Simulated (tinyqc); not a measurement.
Electron density from the centroid.

Problem. In the Fang-Howard model the centroid is 3/b with b^3 = 6 (mz1/C) q (Nd + 11 Ns/32)/(eps0 eps_r), C = hbar^2/(2 m0), the field in eV/nm. Find b and Ns.

Inputs (values chosen for the exercise); masses and permittivity close to those of silicon (111): relative permittivity eps_r = 11.6; mass along z of valley set A (6 valley(s)) mz1 = 0.257 m0; sheet density of depletion charge Nd = 5.6e11 cm^-2.

Constants: q = 1.602176634e-19 C, hbar = 1.054571817e-34 J s, m0 = 9.1093837015e-31 kg, eps0 = 8.8541878128e-14 F/cm where lengths are in cm, hbar^2/(2 m0) = 0.0380998212 eV nm^2. Results are converted to the units shown.

centroid = 2.7278467 nm

Answer. b = 3/centroid gives Nd + 11 Ns/32, from which the depletion charge is taken off.

b = 1.10 1/nm
Ns = 4.50e12 cm^-2

Computed by the program tinyqc: `OMP_NUM_THREADS=1 python tinyqc.py 2160087 2160088 out.jsonl`, one thread of a shared Intel Xeon 2.30GHz, about 0.3 s for the whole run.
